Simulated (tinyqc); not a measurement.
Worked calculation: temperature and isotope dependence of a band gap in oscillator models. Values are carried at full precision from step to step, so a last printed digit may differ when a step is redone from the rounded ones.

E(T) = E0 - sum_i sl_i th_i n_i(T), n = 1/(exp(th/T) - 1). The same coupling lowers the gap at 0 K by the zero-point term ZP = sum_i sl_i th_i/2, so the gap of the static lattice is E0 + ZP. Thermal expansion is taken as part of the slopes.

Inputs chosen for the exercise (near those of diamond; the results hold for these values, not for the real material):

| symbol | value | unit | meaning |
|---|---|---|---|
| E0 | 5.477 | eV | gap at 0 K |
| th | (595, 1691) | K | temperatures of two oscillators |
| sl | (0.1199, 0.4511) | meV/K | their high-temperature slopes |
| T | 300 | K | temperature |
| M | 11.99 | u | mean atomic mass |
| dM | -0.7 | u | change of the mean mass (not bounded by the natural isotopes) |
| T12 | (1160, 2620) | K | temperatures of the fits |

## The gap at T

Give the occupations, the two terms, the gap, ZP and the static gap.

n_i: 0.15957  0.00358

terms (meV): 11.384  2.729

E(T) = 5.4629 eV
ZP = 417.08 meV
static gap = 5.8941 eV

The thermal fall, 14.1 meV, is smaller than the zero-point term, 417.1 meV; the soft oscillator supplies 81 % of the fall but 9 % of ZP. A calculation with clamped ions should be compared with the static gap.

## Slope and asymptote

dE/dT = -sum sl_i (th_i/T)^2 n_i (1 + n_i). At high T, n -> T/th - 1/2, so E -> E0 + ZP - (sum sl_i) T. Give the slope, its ratio to the limit, and the value at 0 K of the tangent drawn at T.

dE/dT = -0.1387 meV/K
ratio to the limiting slope = 0.2430
intercept of the tangent = 5.5045 eV
intercept - E0 = 27.50 meV

The tangent recovers 7 % of ZP: the extrapolation works only from T well above the higher oscillator (1691 K).

## Isotope effect

With M -> M + dM the oscillator temperatures scale as M^(-1/2) and the slopes stay. Give th, ZP, E0 (static gap fixed) and E(T) for the new mass, and the linear rule dE0 = ZP dM/(2 M).

th (K): 613.17  1742.63

ZP = 429.811 meV
shift of E0 = -12.735 meV
linear rule = -12.175 meV
shift of E(T) = -11.928 meV

The lighter crystal has the narrower gap. At 300 K 94 % of the shift at 0 K is left; it fades at high T, where the motion is classical and the mean-square amplitude no longer depends on mass.

## Two common fits

Two-parameter forms are made to pass through the falls at the two temperatures T12: Varshni aV T^2/(T + bV), from the line T^2/fall = (T + bV)/aV; one oscillator s1 t1/(exp(t1/T) - 1), with t1 from the ratio of the falls.

Give the falls and the parameters.

falls (meV): 337.8626  1121.0393

aV = 0.6821 meV/K
bV = 1556 K
t1 = 1400.8 K
s1 = 0.5657 meV/K
ZP of the one-oscillator fit = 396.2 meV

The limiting slope of the model is 0.5710 meV/K; Varshni puts it +19 % off and one oscillator -1 %. The ZP of the fit differs from the true one by -20.9 meV.

## Checks

- Slope by finite differences against the formula (meV/K): both 0.13872.
- Fall at 20 times the higher oscillator temperature against the asymptote (meV): 18897 against 18894.

tinyqc: `OMP_NUM_THREADS=1 python tinyqc.py 1851105 1851106 out.jsonl`; about 0.01 s, one thread, shared Intel(R) Xeon(R) Processor @ 2.30GHz.
